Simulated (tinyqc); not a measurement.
Polytypes and stacking faults of a tetrahedral semiconductor in an axial Ising model with couplings up to third neighbours. From one set of inputs to another, one input at a time. Computed by tinyqc, a small Python program. Command: `OMP_NUM_THREADS=1 python tinyqc.py 3031063 3031064 out.jsonl polytype ladder`. One thread of a shared host (Intel(R) Xeon(R) Processor @ 2.30GHz), about 0.03 s of CPU time with the checks.

Each double layer has s = +1 or -1 for the sense of its stacking step; E per pair of atoms = E0 - sum_n J_n <s_i s_(i+n)>, n = 1, 2, 3. Hexagonality h = (1 - <s_i s_(i+1)>)/2.

The inputs printed are set A. Inputs not listed in the table keep their values of set A, so the rows need not describe a real material.

Inputs (values chosen for the exercise, for a model crystal):
```
quantity,value,unit
J1,6.42,meV/pair
J2,-0.636,meV/pair
J3,-0.53,meV/pair
basal lattice constant a,3.84,angstrom
shear modulus G,65.5,GPa
Poisson ratio nu,0.25,-
gap of 3C,1.17,eV
gap of 4H,1.1,eV
binding energy of the fault level E_b,0.033,eV
in-plane mass m,0.44,m0
effective density of states N_c at 300 K,2.4e+19,1/cm^3
electron density n,8.2e+18,1/cm^3
temperature T,450,K
```

Host polytype: 3C.

correlations of the repeat units 3C (+), 2H (+-), 4H (++--), 6H (+++---), 15R (+++--), 8H (++++----), 21R (++++---), 9R (++-):
```
,n = 1,n = 2,n = 3
3C,1.000000,1.000000,1.000000
2H,-1.000000,1.000000,-1.000000
4H,0.000000,-1.000000,0.000000
6H,0.333333,-0.333333,-1.000000
15R,0.200000,-0.600000,-0.600000
8H,0.500000,0.000000,-0.500000
21R,0.428571,-0.142857,-0.714286
9R,-0.333333,-0.333333,1.000000
```

fault coefficients k_n:
```
,J1,J2,J3
intrinsic,4,4,4
extrinsic,4,8,8
twin boundary,2,4,6
```

Constants: 1 eV/angstrom^2 = 16.02176634 J/m^2; m_0 = 9.1093837015e-31 kg; hbar = 1.054571817e-34 J s; k_B = 1.380649e-23 J/K; k_B = 8.617333262e-05 eV/K.

Method:
- E - E(3C) = sum_n J_n (1 - C_n), C_n = <s_i s_(i+n)>. The gap is taken linear in h between 3C (h = 0) and 4H (h = 1/2), a rough rule, with a dash beyond.
- Faults in 3C: the sequences intrinsic (-), extrinsic (--), twin boundary (+ turns to -) are put between perfect repeats; k_n = (layers x C_n of the host) - sum_i s_i s_(i+n). gamma = sum k_n J_n/A, A = (sqrt 3/2) a^2; 1 meV/angstrom^2 = 16.02177 mJ/m^2.
- Screw line, bounded by the intrinsic fault of energy gamma: b = a, partials b_p = a/sqrt 3; d = G b_p^2 (2 - 3 nu)/(8 pi gamma (1 - nu)). One partial is driven off by the shear stress gamma/b_p along its Burgers vector.
- The fault binds electrons in a two-dimensional band E_b below the conduction edge, g2 = m m0/(pi hbar^2) for one valley. With the Fermi level held by the bulk, eta = ln[n/N_c(T)], N_c(T) = N_c (T/300)^1.5, the grand potential falls by g2 (k_B T)^2 F1(x), x = eta + E_b/(k_B T), F1(x) = integral from 0 to infinity of ln(1 + exp(x - t)) dt; sheet density g2 k_B T ln(1 + e^x). Band bending by the trapped charge is left out, so the gain is an upper bound.
- Net fault energy = gamma of the intrinsic fault less the electronic gain.

Each row keeps all changes above it:
```
input moved,from,to,splitting width d (nm),electronic gain (mJ/m^2),E(6H) - E(3C) (meV/pair)
set A,-,-,8.097,0.17516,2.3720
basal lattice constant a (angstrom),3.84,3.82,7.930,0.17516,2.3720
J1 (meV/pair),6.42,1.67,82.663,0.17516,-0.7947
J3 (meV/pair),-0.53,0.05,38.434,0.17516,0.3653
temperature T (K),450,300,38.434,0.19159,0.3653
in-plane mass m (m0),0.44,0.3,38.434,0.13063,0.3653
J2 (meV/pair),-0.636,-0.0816,25.429,0.13063,1.1045
shear modulus G (GPa),65.5,33.5,13.005,0.13063,1.1045
```

Splitting width d goes from 8.10 to 13.0, a factor 1.61 in all. The largest single move comes from J1 (a factor 10.4), and J3 works against it (a factor 0.465). Electronic gain goes from 0.175 to 0.131, a factor 0.746 in all. The largest single move comes from in-plane mass m (a factor 0.682), and temperature T works against it (a factor 1.09). E(6H) - E(3C) goes from 2.37 to 1.10, -1.27 in all. The largest single move comes from J1 (-3.17), and J3 works against it (+1.16). The single moves hold for this order of the switches; the total does not depend on the order.

Caution (rows temperature T, in-plane mass m, J2, shear modulus G): the bulk is near degeneracy, where eta = ln(n/N_c) underestimates the Fermi level.

Extremes, crossings and ranges named in words are read from the listed rows.
